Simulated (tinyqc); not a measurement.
Binary melting diagram from solution models of liquid and solid. Changing the heat of melting H_A. Computed by tinyqc, a small Python program. Command: `OMP_NUM_THREADS=1 python tinyqc.py 3010187 3010188 out.jsonl melt sweep`. One thread of a shared host (Intel(R) Xeon(R) Processor @ 2.30GHz), about 0.01 s of CPU time with the checks.

x is the fraction of B. In a phase with interaction L: mu_A = G_A + R T ln(1 - x) + L x^2, mu_B = G_B + R T ln x + L (1 - x)^2. Melting: G(liquid) - G(solid) = H (1 - T/T_m) for each pure component.

Inputs (values chosen for the exercise, for a model alloy): melting point T_A = 1285 K; melting point T_B = 985 K; heat of melting H_B = 36.4 kJ/mol; liquid interaction L_L = -18 kJ/mol.

Diagram: eutectic with pure solids.

Constants: R = 8.314462618 J/(mol K).

Method. Liquid against pure solid A: T = (H_A + L_L x^2)/(H_A/T_A - R ln(1 - x)); against pure solid B: T = (H_B + L_L (1 - x)^2)/(H_B/T_B - R ln x). Halve the interval 0.001 to 0.999 for the crossing, 44 times.

One run for each value:
```
heat of melting H_A (kJ/mol)  eutectic composition x_E  eutectic temperature T_E (K)
4.9                                            0.26931                        559.72
6.2                                            0.30020                        587.43
7.7                                            0.33081                        614.04
9.7                                            0.36572                        643.42
12.0                                           0.40001                        671.27
15.0                                           0.43815                        701.08
19.0                                           0.48097                        733.06
24.0                                           0.52567                        764.76
```

Over the rows, eutectic composition x_E rises from 0.269 to 0.526 (exponent d ln y / d ln x 0.46 between the first rows and 0.38 between the last); eutectic temperature T_E (K) rises from 560 to 765 (exponent d ln y / d ln x 0.21 between the first rows and 0.18 between the last). A larger heat of melting at fixed T_A flattens the A branch, so the crossing moves towards B and upwards.

Extremes, crossings and ranges named in words are read from the listed rows.
